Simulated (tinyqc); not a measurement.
Exact and approximate surface terms: size effects in the resistivity of thin metal films and interconnect lines. Computed by tinyqc, a small Python program. Command: `OMP_NUM_THREADS=1 python tinyqc.py 3008441 3008442 out.jsonl size walk`. One thread of a shared host (Intel(R) Xeon(R) Processor @ 2.30GHz), about 0.01 s of CPU time with the checks.

Electrons lose their drift at surfaces (a share 1 - p of the hits) and at grain boundaries (reflection R), besides bulk scattering.

Inputs (values chosen for the exercise, modelled on aluminium): bulk mean free path lambda = 19 nm; specularity p = 0.

Geometry: film.

Method. Fuchs-Sondheimer film: rho_b/rho = 1 - (3/(2 kappa))(1 - p) int_0^1 (s - s^3)(1 - exp(-kappa/s))/(1 - p exp(-kappa/s)) ds, f = rho/rho_b, kappa = thickness/lambda, 80 Gauss-Legendre points. Thick-film form 1 + 3 (1 - p)/(8 kappa); thin-film form (4/3)((1 - p)/(1 + p))/(kappa ln(1/kappa)).

Rho/rho_b:
```
kappa  h (nm)   exact  thick-film form  thin-film form
0.01     0.19  26.484          38.5000          28.953
0.02     0.38  15.333          19.7500          17.041
0.05     0.95   7.728           8.5000           8.902
0.1       1.9   4.782           4.7500           5.791
0.2       3.8   3.096           2.8750           4.142
0.5       9.5   1.916           1.7500               -
1          19   1.462           1.3750               -
2          38   1.221           1.1875               -
5          95   1.081           1.0750               -
10        190   1.039           1.0375               -
```

The thick-film form is within 5 % down to kappa = 2; at kappa = 0.01 it is 1.45 times the exact value and the thin-film form 1.09 times. The resistivity doubles between 3.80 and 9.50 nm. Rows thinner than about 5 nm only illustrate the formulas.

Extremes, crossings and ranges named in words are read from the listed rows.
